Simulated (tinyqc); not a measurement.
Traps spread exponentially in energy.

For traps of total density Nt spread as exp(-E/kB Tc) below the band edge, with l = Tc/T: J = q mu Nc [eps0 eps_r l/(q Nt (l + 1))]^l [(2 l + 1)/(l + 1)]^(l + 1) V^(l + 1)/L^(2 l + 1). It needs trapped charge far above free charge, so only rows below a fifth of the trap-free current (9/8) eps0 eps_r mu V^2/L^3 are listed.

Inputs (values chosen for the exercise):
- eps_r = 19.5 (relative permittivity)
- mu = 0.0028 cm^2/(V s) (mobility)
- L = 800 nm (thickness)
- Nc = 1.2e20 cm^-3 (band density of states)
- Nt = 3e17 cm^-3 (trap density)
- V = 6.3 V (voltage)

Constants: q = 1.602176634e-19 C, eps0 = 8.8541878128e-14 F/cm where lengths are in cm. Results are converted to the units shown.

Result of one run:
```
l,exponent of V,exponent of 1/L,J (A/cm^2)
9,10.000,19.000,8.7022e-8
```

What becomes of these results when the ratio Tc/T l is changed from 9 to 6.5, all else the same?

Result of the changed run:
```
l,exponent of V,exponent of 1/L,J (A/cm^2)
6.5,7.5000,14.000,6.6324e-5
```

The whole series:
```
l,exponent of V,exponent of 1/L,J (A/cm^2)
4,5.0000,9.0000,0.051295
4.8,5.8000,10.600,0.0060891
5.7,6.7000,12.400,5.5578e-4
6.5,7.5000,14.000,6.6324e-5
7.3,8.3000,15.600,7.9252e-6
8.2,9.2000,17.400,7.2697e-7
9,10.000,19.000,8.7022e-8
```

J falls from 0.0513 to 8.70e-8 A/cm^2 at V = 6.3 V, well below q Nt L^2/(2 eps0 eps_r) = 89.1 V, near which the curves for different l come together. A slope above 2 on a log-log plot gives l, and its change with temperature tests the model.

Program tinyqc, `OMP_NUM_THREADS=1 python tinyqc.py 2370065 2370066 out.jsonl`; Intel Xeon 2.30GHz, shared host, one thread, about 0.01 s.
